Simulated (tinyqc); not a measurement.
From results back to parameters: effective work function and flat-band voltage of a metal/high-k/SiO2/Si stack with a dipole layer. Three cases, with inputs chosen for the exercise.

Problem. Three stacks with (t1, t2) = (8, 20), (30, 20) and (8, 60) angstrom have the flat-band voltages below. VFB = W0 - (chi + dEF) - 4 pi e2 [Q1 EOT + Q2 x2]/3.9 with x2 = t2 3.9/eps2, EOT = t1 + x2, e2 = e^2/4 pi eps0, 1 cm^-2 = 1e-16 angstrom^-2; W0 is the work function with the dipole step.

Constants: e^2/(4 pi eps0) = 14.39964547 eV angstrom.

Case 1.

Values chosen (out of a larger set: a stack on Si capped with an aluminium-like oxide; not measured data): chi = 4.047 eV (electron affinity of the channel); dEF = 0.358 eV (Ec - EF in the channel); eps = (3.9, 18.9) (their dielectric constants).

VFB (V): 0.3271863  0.3139165  0.3179951

Case 2.

Values chosen (out of a larger set: a stack on Si capped with a titanium-like oxide; not measured data): chi = 4.043 eV (electron affinity of the channel); dEF = 0.493 eV (Ec - EF in the channel); eps = (3.9, 25.7) (their dielectric constants).

VFB (V): -0.1956298  -0.2119618  -0.1750703

Case 3.

Values chosen (out of a larger set: a stack on Si capped with an yttrium-like oxide; not measured data): chi = 4.053 eV (electron affinity of the channel); dEF = 0.95 eV (Ec - EF in the channel); eps = (3.9, 23.6) (their dielectric constants).

VFB (V): -0.9022305  -0.9359153  -0.8632800

Find: Q1; Q2; W0.

Solution. The first two stacks differ in t1 alone and give Q1; the first and third give Q1 + Q2; W0 follows from any of them.

Case 1.

Q1 = 1.3e+11 e/cm^2
Q2 = 1.1e+11 e/cm^2
W0 = 4.742 eV

Case 2.

Q1 = 1.6e+11 e/cm^2
Q2 = -8.9e+11 e/cm^2
W0 = 4.336 eV

Case 3.

Q1 = 3.3e+11 e/cm^2
Q2 = -1.6e+12 e/cm^2
W0 = 4.094 eV

Computed by tinyqc, one run a case: `OMP_NUM_THREADS=1 python tinyqc.py N N+1 out.jsonl` with N = 1850564, 1850581, 1850585; one thread of a shared Intel(R) Xeon(R) Processor @ 2.30GHz, about 0.01 s a run at most.
